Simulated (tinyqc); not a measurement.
Worked calculation: deep trap from a strong local potential in a two-band host (Koster-Slater model with semi-elliptic bands). Computed by tinyqc, a small Python program that keeps every step. Command: `OMP_NUM_THREADS=1 python tinyqc.py 3025818 3025819 out.jsonl deeptrap walk`. One thread of a shared host (Intel(R) Xeon(R) Processor @ 2.30GHz), about 0.02 s of CPU time with the checks. Intermediate numbers are printed to about 7 digits and carried at full precision; extremes and crossings named in words are read from the listed rows.

The valence band spans -2 W_v to 0 and the conduction band E_g to E_g + 2 W_c. The orbital at the impurity site has weight f_v in the valence band and 1 - f_v in the conduction band, each spread as a semi-ellipse (2/(pi W^2)) sqrt(W^2 - x^2) about the band centre. The impurity adds U to this orbital. Spin is left out.

Inputs (values chosen for the exercise, for a model semiconductor): gap E_g = 1.28 eV; half-width of the valence band W_v = 3.1 eV; half-width of the conduction band W_c = 3.5 eV; valence weight f_v of the site orbital = 0.54; impurity potential U = -20.2 eV; levels per band n = 3; trial energy E = 0.827 eV.

Impurity: attractive, donor-like.

## Green function at the trial energy

In the gap G(E) = f_v (2/W_v^2)[x - sqrt(x^2 - W_v^2)] - (1 - f_v)(2/W_c^2)[y - sqrt(y^2 - W_c^2)], x = E + W_v, y = E_g + W_c - E. The potential that would put a level at E is U = 1/G(E).

valence part = 0.1704096 1/eV

conduction part = -0.1588824 1/eV

G(E) = 0.01152724 1/eV

potential needed = 86.75106 eV

## Thresholds and the vacancy level

G falls across the gap from G(0) to G(E_g). A repulsive U binds if U > 1/G(0), an attractive one if U < 1/G(E_g); the vacancy level (U infinite) solves G(E) = 0 (bisection).

G(0) = 0.2338954 1/eV

G(E_g) = -0.1183611 1/eV

repulsive threshold = 4.275415 eV

attractive threshold = -8.448722 eV

vacancy level = 0.8988900 eV

## The trap level

The trap level solves G(E) = 1/U (bisection). With D = -dG/dE = D_v + D_c, D_v = f_v (2/W_v^2)[x/sqrt(x^2 - W_v^2) - 1] and D_c = (1 - f_v)(2/W_c^2)[y/sqrt(y^2 - W_c^2) - 1], the weight on the impurity orbital is 1/(U^2 D) and the conduction-band character is D_c/D.

trap level E_t = 1.150323 eV

weight on the impurity orbital = 0.009415583

conduction-band character = 0.8006519

depth below the conduction band = 0.1296770 eV

The level comes down from the conduction band and has covered 34 % of the way to the vacancy level, which it can never pass; 99 % of the state lies on host orbitals.

## The same problem as a small matrix

Each band is replaced by n levels e_k = centre + W cos(k pi/(n + 1)) with weights w_k = f (2/(n + 1)) sin^2(k pi/(n + 1)), k = 1..n (valence first); H_kl = e_k delta_kl + U sqrt(w_k w_l).

host levels e_k (eV): [-0.907969, -3.100000, -5.292031, 7.254874, 4.780000, 2.305126]

weights w_k: [0.135, 0.270, 0.135, 0.115, 0.230, 0.115]

H (eV):
$$\begin{pmatrix}
-3.634969 & -3.856560 & -2.727000 & -2.516907 & -3.559444 & -2.516907 \\
-3.856560 & -8.554000 & -3.856560 & -3.559444 & -5.033814 & -3.559444 \\
-2.727000 & -3.856560 & -8.019031 & -2.516907 & -3.559444 & -2.516907 \\
-2.516907 & -3.559444 & -2.516907 & 4.931874 & -3.285218 & -2.323000 \\
-3.559444 & -5.033814 & -3.559444 & -3.285218 & 0.134000 & -3.285218 \\
-2.516907 & -3.559444 & -2.516907 & -2.323000 & -3.285218 & -0.017874
\end{pmatrix}$$

## Levels of the small matrix

Diagonalise H (2n rows). The trap level, between the highest valence and the lowest conduction e_k, is number n + 1 from below for an attractive impurity and number n for a repulsive one.

levels (eV): [-20.52506, -4.65237, -1.61781, 1.25854, 3.58970, 6.78700]

trap level of the matrix = 1.258541 eV

It misses the Green-function level by +0.1082 eV. The lone level at -20.53 eV is the hyperdeep partner, which holds a large part of the impurity orbital.

## Chemical trend: level against potential

U is 1.05, 1.2, 1.5, 2, 3, 5, 10 and 30 times the threshold, rounded to three digits; the largest values are formal and only show the vacancy limit.

Trend:
```
U (eV)   E_t (eV)  weight on the impurity  conduction character  E_t - vacancy level (eV)
-8.87    1.279193              0.00366301             0.9865334                 0.3803032
-10.10   1.270258              0.00999680             0.9520138                 0.3713676
-12.70   1.238135              0.01338876             0.8957633                 0.3392452
-16.90   1.184810              0.01152288             0.8340953                 0.2859199
-25.30   1.109224              0.00685898             0.7640155                 0.2103345
-42.20   1.033291              0.00291147             0.7017340                 0.1344007
-84.50   0.968701              0.00079682             0.6521811                 0.0698115
-253.00  0.922725              0.00009325             0.6182278                 0.0238355
```

dE_t/dU equals the weight on the impurity, which peaks at 0.013 (U = -12.7 eV) and falls to 9.3e-5 in the last row, so beyond the peak each further eV of potential moves the level less. The level nears the vacancy level, 0.899 eV, as 1/U: it is 0.070 eV away at 10 times the threshold and 0.024 eV at 30 times, and the state is then host-like.

## Opening the gap, as alloying or pressure does

The conduction band is shifted rigidly; widths, weights and U stay.

Against the gap:
```
E_g (eV)  E_t (eV)  depth below E_c (eV)  conduction character
0.640     0.620355             0.0196450             0.8750932
0.832     0.784541             0.0474592             0.8387786
1.020     0.940117             0.0798829             0.8179256
1.150     1.045777             0.1042230             0.8080849
1.280     1.150323             0.1296770             0.8006519
1.470     1.301652             0.1683476             0.7927851
1.660     1.451737             0.2082635             0.7873848
2.050     1.757430             0.2925698             0.7811371
```

As the conduction band moves up by 1.410 eV the level follows by 1.137 eV, a mean slope of 0.81; the local slope is the conduction character. A shallow donor would follow with slope 1 and a shallow acceptor with slope 0.

Checks made by the program: closed form against a 4000-point quadrature of the densities of states (relative difference below 1e-10); 200 levels per band against the Green function (relative difference below 1e-10).
